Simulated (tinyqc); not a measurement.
Magnetisation curve: two coupled magnetic layers: synthetic antiferromagnet, spin flop, exchange bias and magnetoresistance. Computed by tinyqc, a small Python program. Command: `OMP_NUM_THREADS=1 python tinyqc.py 3027504 3027505 out.jsonl saf walk`. One thread of a shared host (Intel(R) Xeon(R) Processor @ 2.30GHz), about 0.3 s of CPU time with the checks.

Moments lie in the plane at the angles p1, p2 from the field. Energy per area: E = J1 cos(p1 - p2) + J2 cos^2(p1 - p2) - B M_s (t1 cos p1 + t2 cos p2) + K (t1 sin^2 p1 + t2 sin^2 p2).

Inputs (values chosen for the exercise, for a model stack):
```
quantity,value,unit
saturation magnetisation M_s,1460,kA/m
thickness t1,3,nm
thickness t2,2.4,nm
antiferromagnetic coupling J1,0.29,mJ/m^2
biquadratic coupling J2,0.057,mJ/m^2
in-plane anisotropy K,1.4,kJ/m^3
field over the saturation field,0.25,-
```

Field direction: along the easy axis.

Method. The parallel state is stable while the Hessian at p1 = p2 = 0 is positive: with c = J1 + 2 J2 and u = B M_s + 2K, (u t1 - c)(u t2 - c) > c^2, so B_sat M_s = c (1/t1 + 1/t2) - 2K. B_K = 2K/M_s. The lowest minimum of E over both angles (from five starts; of two mirror images the one with p1 >= 0, and for equal layers |p1| <= |p2|).

saturation field B_sat = 205.616 mT

Equilibrium states:
```
B/B_sat,B (mT),p1 (degrees),p2 (degrees),m/m_sat
0.02,4.11,0.000,-180.00,0.1111
0.06,12.34,0.000,-180.00,0.1111
0.12,24.67,42.414,-113.14,0.2355
0.20,41.12,51.026,-85.07,0.3876
0.30,61.68,48.299,-70.53,0.5177
0.45,92.53,41.450,-56.17,0.6638
0.60,123.37,34.044,-44.51,0.7773
0.80,164.49,22.993,-29.24,0.8992
0.95,195.34,11.150,-13.99,0.9763
1.10,226.18,0.000,0.00,1.0000
```

What follows from these numbers?

The collinear state is the lowest in 2 row(s), with m/m_sat = (t1 - t2)/(t1 + t2) = 0.111; then the moments are canted and close at B_sat. The largest gap between m/m_sat and B/B_sat in the canted rows is 0.218.

Extremes, crossings and ranges named in words are read from the listed rows.
